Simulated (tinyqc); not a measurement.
# Quasi-harmonic thermal expansion with mode Grueneisen parameters, step by step

A worked calculation. Computed by tinyqc, a small Python program that keeps every step. Command: `OMP_NUM_THREADS=1 python tinyqc.py 3011306 3011307 out.jsonl qha walk`. One thread of a shared host (Intel(R) Xeon(R) Processor @ 2.30GHz), about 0.02 s of CPU time with the checks. Intermediate numbers are printed to about 6 digits and carried at full precision; extremes and crossings named in words are read from the listed rows.

A crystal with two atoms a cell; per atom there are 1 transverse acoustic (TA), 1/2 longitudinal acoustic (LA) and 3/2 optical (O) modes. Every frequency of group i scales as nu_i (V/V0)^(-gamma_i). The acoustic groups have Debye spectra, density 3 nu^2/nu_i^3 up to nu_i (40 Gauss-Legendre points); the optical group has one frequency. Static energy: E = (9 V0 B0/16) [y^3 B' + y^2 (2 - 4 y)], y = (V0/V)^(2/3) - 1, with pressure P_s = (3 B0/2) (z^7 - z^5) [1 + (3/4)(B' - 4)(z^2 - 1)], z = (V0/V)^(1/3).

Inputs (values chosen for the exercise, for a model crystal):

| quantity | value | unit |
|---|---|---|
| static volume V0 | 31.4 | angstrom^3/atom |
| static bulk modulus B0 | 60.9 | GPa |
| static B' | 5.11 | - |
| frequency nu_TA | 4.82 | THz |
| frequency nu_LA | 9.4 | THz |
| frequency nu_O | 13.1 | THz |
| Grueneisen parameter gamma_TA | 1.7 | - |
| Grueneisen parameter gamma_LA | 1.7 | - |
| Grueneisen parameter gamma_O | 1.3 | - |
| temperature T | 50 | K |
| step factor f | 1 | - |

Acoustic groups: Debye.

Constants: h x 1 THz = 4.135667696 meV; k_B = 8.617333262e-05 eV/K; 1 eV/angstrom^3 = 160.2176634 GPa.

## Mode groups at the static volume

For a mode with x = h nu/(k_B T), n = 1/(exp(x) - 1): U = h nu (n + 1/2), C/k_B = x^2 n (n + 1); U_i and C_i sum these over group i with its weight per atom. Phonon pressure P_ph = sum_i gamma_i U_i/V.

Groups:

| group | h nu_i/(k_B T) | U_i (meV) | C_i (k_B) | gamma_i C_i (k_B) |
|---|---|---|---|---|
| TA | 4.62647 | 8.07028 | 0.415223 | 0.705879 |
| LA | 9.02258 | 7.34515 | 0.0503908 | 0.0856643 |
| O | 12.5740 | 40.6332 | 8.20760e-04 | 0.00106699 |

phonon pressure at V0 = 0.403246 GPa

## Grueneisen's estimate

gamma_th = sum gamma_i C_i / sum C_i; volume expansion coefficient alpha_V = gamma_th C k_B/(B0 V0); linear coefficient alpha_V/3; first-order volume change P_ph/B0.

heat capacity C at V0 = 0.466435 k_B/atom

gamma_th at V0 = 1.69930

linear expansion, Grueneisen estimate = 1.90755 ppm/K

first-order volume change = 0.662144 %

The TA group gives the largest part of the expansion.

## Equilibrium volume by iteration

Start at V0 and step V(new) = V [1 + f (P_s + P_ph)/B0]; stop when |P_s + P_ph| < 1e-8 GPa, after 60 steps, or when V leaves 0.7 to 1.3 V0.

Iterations:

| step | V (angstrom^3) | P_s + P_ph (GPa) |
|---|---|---|
| 0 | 31.4000 | 4.03246e-01 |
| 1 | 31.6079 | 1.82152e-03 |
| 2 | 31.6089 | 3.28196e-05 |
| 3 | 31.6089 | 5.93368e-07 |
| 4 | 31.6089 | 1.07286e-08 |
| 5 | 31.6089 | 1.93975e-10 |

converged (1 yes, 0 no) = 1

volume V(T) = 31.6089 angstrom^3/atom

Converged at step 5; the volume lies +0.665 % from V0.

## Properties at the equilibrium volume

B_T = -V d(P_s + P_ph)/dV at fixed T (central difference, step 1e-4 V); alpha_V = sum gamma_i C_i k_B/(B_T V), all at V(T); the linear coefficient is alpha_L = alpha_V/3. C_P - C_V = alpha_V^2 B_T V T; the optical frequency is nu_O (V/V0)^(-gamma_O).

volume change from V0 = 0.665210 %

isothermal bulk modulus B_T = 59.7989 GPa

linear expansion coefficient = 1.96475 ppm/K

C_V = 0.474888 k_B/atom

C_P - C_V = 2.37818e-04 k_B/atom

optical frequency at V(T) = 12.9876 THz

B_T lies -1.81 % from the static B0, and the Grueneisen estimate at V0 differs from this expansion coefficient by -2.9 %.

## Zero-point expansion

At T = 0, U_i is the zero-point energy (h nu/2 a mode); solve P_s + P_ph = 0.

volume at T = 0 = 31.6058 angstrom^3/atom

zero-point volume change = 0.655544 %

## Expansion against temperature

V(T) solves P_s + P_ph = 0. The Grueneisen estimate uses C_i, V0 and B0 at the static volume; gamma_th = sum gamma_i C_i / sum C_i is taken at V(T).

Quasi-harmonic results:

| T (K) | V/V0 - 1 (%) | B_T (GPa) | alpha_L (ppm/K) | alpha_L, Grueneisen estimate | gamma_th |
|---|---|---|---|---|---|
| 20 | 0.65589 | 59.8408 | 0.2277 | 0.2180 | 1.70000 |
| 40 | 0.66024 | 59.8198 | 1.3211 | 1.2775 | 1.69992 |
| 70 | 0.68062 | 59.7409 | 3.1004 | 3.0220 | 1.69140 |
| 100 | 0.71529 | 59.6222 | 4.5134 | 4.4029 | 1.65867 |
| 150 | 0.79880 | 59.3560 | 6.4512 | 6.2822 | 1.59787 |
| 220 | 0.95648 | 58.8941 | 8.2722 | 8.0224 | 1.55147 |
| 300 | 1.17271 | 58.3081 | 9.4416 | 9.0997 | 1.52876 |
| 450 | 1.63112 | 57.1510 | 10.5028 | 9.9829 | 1.51295 |
| 700 | 2.46887 | 55.1747 | 11.2949 | 10.4627 | 1.50530 |
| 1000 | 3.54434 | 52.7879 | 11.8808 | 10.6468 | 1.50254 |

alpha_L is positive throughout. gamma_th moves from 1.70, near gamma_TA = 1.7, to 1.50, near the average over all modes, 1.50, as the stiffer groups take up their share of C. B_T changes by -11.8 % over the table, and at the highest T the estimate at fixed V0 and B0 is off by -10.4 %.

Checks made by the program: zero of the pressure against the minimum of F(V) = E + F_ph (relative difference 1e-09); alpha against the slope of V(T) (relative difference 5e-08).
